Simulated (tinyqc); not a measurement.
Heisenberg magnet: exchange from energy differences, ordering vector, linear spin waves and ordering temperature: one step, computed by the program tinyqc.

H = -sum over pairs <ij> J_ij S_i.S_j - K sum_i (S_i^z)^2, each pair once, J > 0 ferromagnetic. First neighbours: 12 at a (0.5, 0.5, 0), second: 6 at a (1, 0, 0), with all permutations and signs.

Question. Energies of ordered states. J(q) = J1 g1(q) + J2 g2(q), g_s(q) = sum over shell s of cos(q.R). A classical spiral or collinear state of wave vector Q has the exchange energy -(S^2/2) J(Q) per site.

Inputs (values chosen for the exercise, for a model magnet): exchange J1 = 0.287 meV; exchange J2 = 0.0086 meV; spin S = 1.5.

Lattice: fcc.

Give: States, Q in 2 pi/a.

Answer.

States, Q in 2 pi/a:

| Q | g1 | g2 | energy (meV/site) |
|---|---|---|---|
| G (0, 0, 0) | 12 | 6 | -3.93255 |
| X (1, 0, 0) | -4 | 6 | 1.23345 |
| L (0.5, 0.5, 0.5) | 0 | -6 | 0.05805 |
| W (1, 0.5, 0) | -4 | 2 | 1.27215 |

The lowest of these is G (0, 0, 0), 3.991 meV per site below L (0.5, 0.5, 0.5).
